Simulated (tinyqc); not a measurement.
One-electron ion in a basis of Gaussians, step by step. One step of it, computed by the program tinyqc.

Problem. Matrices over normalised Gaussians. With p = a_i + a_j and I(k) = Gamma((k+1)/2) / (2 p^((k+1)/2)): S = I(2l+2), T = (2l+3) a_i a_j S / p, V = -Z I(2l+1), each divided by sqrt(S_ii S_jj).

exponents of r^l exp(-a r^2) (1/bohr^2): 1.111000  1.777000  2.842000  4.546000  7.271000

Z = 6

l = 0

Give: S; T; V.

Solution.

S:
```
        1       2       3       4       5
1  1.0000  0.9598  0.8524  0.7082  0.5585
2  0.9598  1.0000  0.9599  0.8524  0.7082
3  0.8524  0.9599  1.0000  0.9598  0.8524
4  0.7082  0.8524  0.9598  1.0000  0.9598
5  0.5585  0.7082  0.8524  0.9598  1.0000
```

T (hartree):
```
        1       2       3       4        5
1  1.6665  1.9685  2.0426  1.8969   1.6147
2  1.9685  2.6655  3.1484  3.2671   3.0341
3  2.0426  3.1484  4.2630  5.0355   5.2251
4  1.8969  3.2671  5.0355  6.8190   8.0545
5  1.6147  3.0341  5.2251  8.0545  10.9065
```

V (hartree):
```
          1         2         3         4         5
1  -10.0920  -11.0435  -11.4743  -11.4044  -10.9467
2  -11.0435  -12.7634  -13.9665  -14.5116  -14.4231
3  -11.4743  -13.9665  -16.1411  -17.6630  -18.3521
4  -11.4044  -14.5116  -17.6630  -20.4144  -22.3389
5  -10.9467  -14.4231  -18.3521  -22.3389  -25.8177
```
